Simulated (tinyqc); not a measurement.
# Keating valence-force model of a tetrahedral crystal, step by step

A worked calculation. Computed by tinyqc, a small Python program that keeps every step. Command: `OMP_NUM_THREADS=1 python tinyqc.py 3020546 3020547 out.jsonl keating walk`. One thread of a shared host (Intel(R) Xeon(R) Processor @ 2.30GHz), about 0.02 s of CPU time with the checks. Intermediate numbers are printed to about 5 digits and carried at full precision; extremes and crossings named in words are read from the listed rows.

Atom A sits at 0 and atom B at a/4 (1,1,1) of an fcc lattice; the four bonds from A are t = a/4 (1,1,1), a/4 (1,-1,-1), a/4 (-1,1,-1), a/4 (-1,-1,1), of length d = sqrt(3) a/4. Energy: E = (3 alpha/(8 d^2)) sum over bonds (r.r - d^2)^2 + (3 beta/(8 d^2)) sum over pairs of bonds at one atom (r_i.r_j + d^2/3)^2; both atoms have the mass M. The cell holds two atoms, Omega = a^3/4. 1 N/m = 1 J/m^2. With constants fitted to the elastic moduli this model puts optical and zone-boundary frequencies of real crystals too high, by up to about 20 % in elemental crystals and up to about 50 % in compounds, and mostly by more for TA modes; in compounds the lattice part of the static dielectric constant then comes out too low.

Inputs (values chosen for the exercise, modelled on silicon): lattice constant a = 5.431 angstrom; atomic mass M = 28.086 u; bond stretching alpha = 46.9 N/m; bond bending beta = 14.8 N/m; mesh divisions n = 4; temperature T = 200 K.

Structure: diamond.

wave vector q (2 pi/a): [0.68, 0.11, 0.11]

Constants: 1 eV/angstrom^2 = 16.02176634 J/m^2; nu for 1 eV/(angstrom^2 u) = 15.6333042 THz; 1 THz = 33.35640952 1/cm; u = 1.6605390666e-27 kg; h x 1 THz = 4.135667696 meV; k_B = 8.617333262e-05 eV/K.

## Dynamical matrix at q

With displacements u exp(i q.r), each bracket changes by g.u, where g = (g_A, g_B): bond t, g = (-2 t, 2 t exp(i q.t)); pair (i, j) at A, g = (-(t_i + t_j), t_i exp(i q.t_j) + t_j exp(i q.t_i)); pair at B, g = (-t_i exp(-i q.t_j) - t_j exp(-i q.t_i), t_i + t_j). Then D_mn = sum over the 4 bonds and 12 pairs of (4 k/a^2) conj(g_m) g_n / sqrt(M_m M_n), with k = alpha or beta converted to eV/angstrom^2.

D(q) (eV/(angstrom^2 u)), rows A x, A y, A z, B x, B y, B z:
$$\begin{pmatrix}
0.64363 & 0.00941+0.01645i & 0.00941+0.01645i & -0.25641+0.01421i & 0.04235-0.02328i & 0.04235-0.02328i \\
0.00941-0.01645i & 0.55223 & 0.00377 & 0.04235-0.02328i & -0.25641+0.01421i & 0.00406-0.24266i \\
0.00941-0.01645i & 0.00377 & 0.55223 & 0.04235-0.02328i & 0.00406-0.24266i & -0.25641+0.01421i \\
-0.25641-0.01421i & 0.04235+0.02328i & 0.04235+0.02328i & 0.64363 & 0.00941-0.01645i & 0.00941-0.01645i \\
0.04235+0.02328i & -0.25641-0.01421i & 0.00406+0.24266i & 0.00941+0.01645i & 0.55223 & 0.00377 \\
0.04235+0.02328i & 0.00406+0.24266i & -0.25641-0.01421i & 0.00941+0.01645i & 0.00377 & 0.55223
\end{pmatrix}$$

## Frequencies at q

Diagonalise the Hermitian matrix D. An eigenvalue lambda of D in eV/(angstrom^2 u) gives nu = 15.6333042 THz x sqrt(lambda). The weight on A is the sum of |e|^2 over the three components of atom A.

frequencies (THz): [6.681, 7.016, 9.743, 14.525, 14.948, 15.208]

weights on atom A: [0.5, 0.5, 0.5, 0.5, 0.5, 0.5]

With equal masses the inversion that swaps the two atoms makes every weight one half.

## Elastic constants and internal strain

C11 = (alpha + 3 beta)/a, C12 = (alpha - beta)/a, C44 = 4 alpha beta/(a (alpha + beta)); with the two sublattices clamped C44(0) = (alpha + beta)/a; internal-strain parameter zeta = (alpha - beta)/(alpha + beta); B = (C11 + 2 C12)/3.

C11 = 168.11 GPa

C12 = 59.105 GPa

C44 = 82.857 GPa

clamped C44(0) = 113.61 GPa

internal-strain parameter zeta = 0.52026

bulk modulus B = 95.440 GPa

Letting the sublattices shift lowers C44 by 27 %, which is zeta^2. A shear is shared between bond lengths and angles. The model fixes 2 C44 (C11 + C12)/((C11 - C12)(C11 + 3 C12)) = 1.000 whatever alpha and beta are.

## Optical mode at the zone centre

mu = M/2; lambda = 4 (alpha + beta)/mu with the springs in eV/angstrom^2; nu = 15.6333042 THz x sqrt(lambda).

reduced mass mu = 14.043 u

Raman frequency = 16.373 THz

the same as a wavenumber = 546.16 1/cm

## Frequencies at the zone boundary

The formulas are those given above.

Frequencies (THz) at points given in 2 pi/a:
```
point                nu 1    nu 2    nu 3    nu 4    nu 5    nu 6
X (1, 0, 0)        8.0191  8.0191  12.892  12.892  14.275  14.275
L (0.5, 0.5, 0.5)  5.6704  5.6704  12.468  12.684  15.360  15.360
W (1, 0.5, 0)      8.8631  8.8631  11.578  11.578  14.889  14.889
K (0.75, 0.75, 0)  7.4087  9.6102  11.441  12.152  14.601  15.106
```

At X the two longitudinal modes are degenerate (12.89 THz), as the diamond symmetry demands.

## Lowest frequency at X

Take the lowest frequency at X = (1, 0, 0) 2 pi/a, the transverse acoustic (TA) mode.

TA frequency at X = 8.0191 THz

## Transverse acoustic branch against its sound line

The sound line is nu = v q/(2 pi) with v = sqrt(C44/rho), rho = (M_A + M_B)/Omega; the clamped line uses C44(0).

Frequencies (THz) along G-X; columns: (1) q (2 pi/a); (2) lowest branch; (3) sound line, relaxed C44; (4) sound line, clamped C44(0); (5) third-lowest frequency; (6) highest frequency:
```
(1)      (2)     (3)     (4)     (5)     (6)
0.05  0.5489   0.549   0.643   0.782  16.367
0.15  1.6404   1.647   1.929   2.336  16.314
0.30  3.2380   3.295   3.858   4.608  16.128
0.45  4.7441   4.942   5.787   6.759  15.797
0.60  6.0941   6.589   7.716   8.735  15.293
0.75  7.1895   8.237   9.645  10.497  14.711
0.90  7.8768   9.884  11.574  12.018  14.354
1.00  8.0191  10.982  12.860  12.892  14.275
```

At small q the branch follows the relaxed line (1.000 of it, against 0.854 of the clamped one): in a long shear wave the sublattices shift against each other. At X it reaches 73 % of the relaxed line. Real tetrahedral semiconductors have flatter TA branches than a Keating model fitted to their elastic constants, which needs longer-ranged terms to mend.

## Thermal sums on a mesh

Mesh: q = sum_i (m_i + 1/2)/n b_i, m_i = 0..n-1, with b = [[-1, 1, 1], [1, -1, 1], [1, 1, -1]] in 2 pi/a; sums over the six modes are averaged over the n^3 points and halved, per atom. With x = h nu/(k_B T) and n = 1/(exp(x) - 1) for each mode: F = k_B T [x/2 + ln(1 - exp(-x))], U = k_B T x (n + 1/2), S/k_B = x n - ln(1 - exp(-x)), C/k_B = x^2 n (n + 1). The acoustic share counts the three lowest modes at each q; zero-point energy = sum h nu/2.

free energy F = 63.417 meV/atom

entropy S = 1.0729 k_B/atom

heat capacity C = 1.7060 k_B/atom

acoustic share of C = 0.66058

zero-point energy = 69.727 meV/atom

C is 57 % of the classical value; the optical modes are partly excited.

Checks made by the program: slopes of the acoustic branches along [110] against C11, C12 and the relaxed C44 (relative difference 1e-06); zone-centre optical mode against D(q = 0) (relative difference below 1e-10); longitudinal modes at X against the diagonal of D (relative difference below 1e-10).
